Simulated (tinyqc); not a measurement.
Rayleigh-quotient iteration on a symmetric matrix, step by step. One step of it, computed by the program tinyqc.

Question. Step 1. solve (A - shift) w = v; v' = w/|w| with its largest component positive (the first on a tie); lambda = v'^T A v'; the next shift is lambda.

A, lower triangle:
```
           1          2          3         4         5         6
1   0.457000
2   0.236000   1.664000
3   0.666000  -0.122000   1.690000
4  -0.654000  -0.294000  -0.247000  2.934000
5  -1.912000   1.277000   1.309000  0.084000  3.389000
6  -0.618000   0.133000  -0.175000  0.743000  0.566000  3.669000
```

vector v at the start: 0.408248  0.408248  0.408248  0.408248  0.408248  0.408248

shift = -0.350000

Give: vector after step 1; Rayleigh quotient after step 1.

Answer.

vector after step 1: -0.0039  0.6254  0.6417  0.3049  -0.2677  0.1803

Rayleigh quotient after step 1 = 0.7942
